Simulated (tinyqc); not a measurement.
Modulation-doped quantum well, Poisson-Schroedinger loop: one step of the calculation.

A well of width L centred at z = 0 between barriers Vb; effective-mass electrons, parabolic bands. The electrons come from donor sheets outside the mesh, a share fL of Ns on the left and the rest on the right, so the structure is neutral. Energies are counted from the band edge of the well, with U = 0 on the first node in the Hartree part.

Question. Density, output potential and mixing. n_i = sum_k N_k |psi_k|^2 (converted to cm^-3). Hartree part by Gauss: on the interval after node i the enclosed sheet charge is S_i = fL Ns - hz sum_(j<=i) n_j, and U_(i+1) = U_i + q S_i hz/(eps0 eps_r) in eV, U_1 = 0. Mixing: U(new) = U + a (U(out) - U).

Inputs (values chosen for the exercise); material values those of a made-up well:
```
symbol   value   unit                               meaning
eps_r     12.3           relative permittivity (all layers)
Ns      1.5e12  cm^-2            sheet density of electrons
fL         0.5         share of the donors on the left side
a            1                                mixing factor
```

Constants: q = 1.602176634e-19 C, eps0 = 8.8541878128e-14 F/cm where lengths are in cm. Results are converted to the units shown.

```
node  z (nm)  self-consistent potential U at the start (eV)  |psi|^2 of E1 (1/nm)  |psi|^2 of E2 (1/nm)
1       -7.2                                              0            0.00021874            0.00146769
2       -6.3                                              0            0.00158862            0.00890748
3       -5.4                                              0            0.00854336            0.03753602
4       -4.5                                              0            0.03317272            0.11471286
5       -3.6                                              0            0.05791624            0.15141672
6       -2.7                                              0            0.08525065            0.14332652
7       -1.8                                              0            0.11141090            0.09469669
8       -0.9                                              0            0.13237197            0.03497965
9          0                                              0            0.14447364            0.00126314
10       0.9                                              0            0.14513290            0.01485756
11       1.8                                              0            0.13350659            0.06688108
12       2.7                                              0            0.11093564            0.12299869
13       3.6                                              0            0.08100624            0.14544009
14       4.5                                              0            0.04911465            0.11847202
15       5.4                                              0            0.01340748            0.04158435
16       6.3                                              0            0.00267097            0.01069279
17       7.2                                              0            0.00038980            0.00187778
```

N_k (cm^-2): E1 1.4999981e12, E2 1.8946973e6

Give: n; U(out); U after round 1.

Answer.

```
node  n (1e18 cm^-3)  U(out) (eV)  U after round 1 (eV)
1              0.003      0.00000               0.00000
2              0.024      0.00993               0.00993
3              0.128      0.01982               0.01982
4              0.498      0.02957               0.02957
5              0.869      0.03872               0.03872
6              1.279      0.04684               0.04684
7              1.671      0.05343               0.05343
8              1.986      0.05803               0.05803
9              2.167      0.06027               0.06027
10             2.177      0.05992               0.05992
11             2.003      0.05698               0.05698
12             1.664      0.05166               0.05166
13             1.215      0.04435               0.04435
14             0.737      0.03559               0.03559
15             0.201      0.02595               0.02595
16             0.040      0.01608               0.01608
17             0.006      0.00615               0.00615
```

Program tinyqc, `OMP_NUM_THREADS=1 python tinyqc.py 2140062 2140063 out.jsonl`; Intel Xeon 2.30GHz, shared host, one thread, about 0.1 s.
